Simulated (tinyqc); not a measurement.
Changing the temperature T: Keating valence-force model of a tetrahedral crystal. Computed by tinyqc, a small Python program. Command: `OMP_NUM_THREADS=1 python tinyqc.py 3027101 3027102 out.jsonl keating sweep`. One thread of a shared host (Intel(R) Xeon(R) Processor @ 2.30GHz), about 0.2 s of CPU time with the checks.

Atom A sits at 0 and atom B at a/4 (1,1,1) of an fcc lattice; the four bonds from A are t = a/4 (1,1,1), a/4 (1,-1,-1), a/4 (-1,1,-1), a/4 (-1,-1,1), of length d = sqrt(3) a/4. Energy: E = (3 alpha/(8 d^2)) sum over bonds (r.r - d^2)^2 + (3 beta/(8 d^2)) sum over pairs of bonds at one atom (r_i.r_j + d^2/3)^2, with beta_A for the six pairs at A and beta_B for the six at B. The cell holds two atoms, Omega = a^3/4. 1 N/m = 1 J/m^2. With constants fitted to the elastic moduli this model puts optical and zone-boundary frequencies of real crystals too high, by up to about 20 % in elemental crystals and up to about 50 % in compounds, and mostly by more for TA modes; in compounds the lattice part of the static dielectric constant then comes out too low.

Inputs (values chosen for the exercise, modelled on indium arsenide):

| quantity | value | unit |
|---|---|---|
| mass M_A | 114.82 | u |
| mass M_B | 74.92 | u |
| bond stretching alpha | 35.8 | N/m |
| bond bending beta_A | 5.47 | N/m |
| bond bending beta_B | 5.47 | N/m |
| mesh divisions n | 8 | - |

Structure: zinc blende.

Constants: nu for 1 eV/(angstrom^2 u) = 15.6333042 THz; 1 eV/angstrom^2 = 16.02176634 J/m^2; h x 1 THz = 4.135667696 meV; k_B = 8.617333262e-05 eV/K.

Method:
- With displacements u exp(i q.r), each bracket changes by g.u, where g = (g_A, g_B): bond t, g = (-2 t, 2 t exp(i q.t)); pair (i, j) at A, g = (-(t_i + t_j), t_i exp(i q.t_j) + t_j exp(i q.t_i)); pair at B, g = (-t_i exp(-i q.t_j) - t_j exp(-i q.t_i), t_i + t_j). Then D_mn = sum over the 4 bonds and 12 pairs of (4 k/a^2) conj(g_m) g_n / sqrt(M_m M_n), with k = alpha or beta converted to eV/angstrom^2. Only the short-range forces enter; the Coulomb field of the charges is left out.
- An eigenvalue lambda of D in eV/(angstrom^2 u) gives nu = 15.6333042 THz x sqrt(lambda).
- Mesh: q = sum_i (m_i + 1/2)/n b_i, m_i = 0..n-1, with b = [[-1, 1, 1], [1, -1, 1], [1, 1, -1]] in 2 pi/a; sums over the six modes are averaged over the n^3 points and halved, per atom.
- With x = h nu/(k_B T) and n = 1/(exp(x) - 1) for each mode: F = k_B T [x/2 + ln(1 - exp(-x))], U = k_B T x (n + 1/2), S/k_B = x n - ln(1 - exp(-x)), C/k_B = x^2 n (n + 1).
- The acoustic share counts the three lowest modes at each q; zero-point energy = sum h nu/2.

One run for each value:

| temperature T (K) | heat capacity C (k_B/atom) | acoustic share of C | entropy S (k_B/atom) | free energy F (meV/atom) |
|---|---|---|---|---|
| 60 | 1.1796 | 0.84256 | 0.7288 | 29.00 |
| 84 | 1.6648 | 0.71863 | 1.2062 | 27.00 |
| 120 | 2.1562 | 0.61956 | 1.8903 | 22.18 |
| 170 | 2.5140 | 0.56244 | 2.7078 | 12.21 |
| 230 | 2.7149 | 0.53478 | 3.5004 | -3.91 |
| 330 | 2.8550 | 0.51709 | 4.5084 | -38.65 |
| 460 | 2.9237 | 0.50884 | 5.4693 | -94.81 |
| 640 | 2.9602 | 0.50458 | 6.4414 | -187.58 |
| 900 | 2.9797 | 0.50232 | 7.4543 | -343.88 |

Over the rows, heat capacity C (k_B/atom) rises from 1.18 to 2.98 (exponent d ln y / d ln x 1.0 between the first rows and 0.019 between the last); acoustic share of C falls from 0.843 to 0.502 (exponent d ln y / d ln x -0.47 between the first rows and -0.013 between the last); entropy S (k_B/atom) rises from 0.729 to 7.45 (exponent d ln y / d ln x 1.5 between the first rows and 0.43 between the last). At the high end the exponent of heat capacity C is 0.02, close to 0: the Dulong-Petit limit. The acoustic share tends to one half in the classical limit; here it ends at 0.502.

Extremes, crossings and ranges named in words are read from the listed rows.
